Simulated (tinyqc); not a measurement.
Inside a calculation. Method: plane-wave Kohn-Sham cycle with exchange-only LDA in a layered model solid. One step of it, computed by the program tinyqc.

Task: Iteration 1: levels at that k. Diagonalise the Hermitian matrix.

H (hartree), order -3, -2, -1, +0, +1, +2, +3:
$$\begin{pmatrix}
0.517600 & -0.175000 & 0.080000 & 0.000000 & 0.000000 & 0.000000 & 0.000000 \\
-0.175000 & 0.106537 & -0.175000 & 0.080000 & 0.000000 & 0.000000 & 0.000000 \\
0.080000 & -0.175000 & -0.121831 & -0.175000 & 0.080000 & 0.000000 & 0.000000 \\
0.000000 & 0.080000 & -0.175000 & -0.167504 & -0.175000 & 0.080000 & 0.000000 \\
0.000000 & 0.000000 & 0.080000 & -0.175000 & -0.030483 & -0.175000 & 0.080000 \\
0.000000 & 0.000000 & 0.000000 & 0.080000 & -0.175000 & 0.289232 & -0.175000 \\
0.000000 & 0.000000 & 0.000000 & 0.000000 & 0.080000 & -0.175000 & 0.791641
\end{pmatrix}$$

Give: eigenvalues.

Result:

eigenvalues (hartree): [-0.3515, -0.2343, -0.0308, 0.1656, 0.3510, 0.6160, 0.8692]
